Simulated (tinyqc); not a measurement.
Time-dependent dielectric breakdown: cell percolation, Weibull statistics, area scaling and voltage extrapolation: one step, computed by the program tinyqc.

The oxide is divided into columns of area a^2, each holding m = t_ox/a cells (m is taken as continuous). A share lambda(t) = (t/t_1)^alpha of the cells is defective, and a column whose cells are all defective breaks down.

Task: Weibull parameters from the cell model. Failure fraction F = 1 - (1 - lambda^m)^N with N = A/a^2 columns, which for small lambda^m is 1 - exp(-(t/t63)^beta) with beta = alpha m and t63 = t_1 N^(-1/beta); critical share lambda(t63) = N^(-1/m). 1 um^2 = 1e6 nm^2.

Inputs (values chosen for the exercise, for a model gate oxide):

| quantity | value | unit |
|---|---|---|
| oxide thickness t_ox | 3 | nm |
| defect cell size a | 1.3 | nm |
| exponent alpha of defect growth | 0.9 | - |
| time t_1 at which the occupied share would reach 1 | 1.2e+07 | s |
| test area A | 300 | um^2 |

Give: cells per column m; columns N; Weibull slope beta; characteristic life t63; critical share of defective cells.

Result:

cells per column m = 2.3077

columns N = 1.7751e+08

Weibull slope beta = 2.0769

characteristic life t63 = 1280.3 s

critical share of defective cells = 2.6628e-04

Times between F = 10 % and 90 % span a factor 4.42: the smaller beta = alpha m, the wider the scatter. Caution: t_1 is an input here; in a real oxide it changes with thickness at fixed voltage.
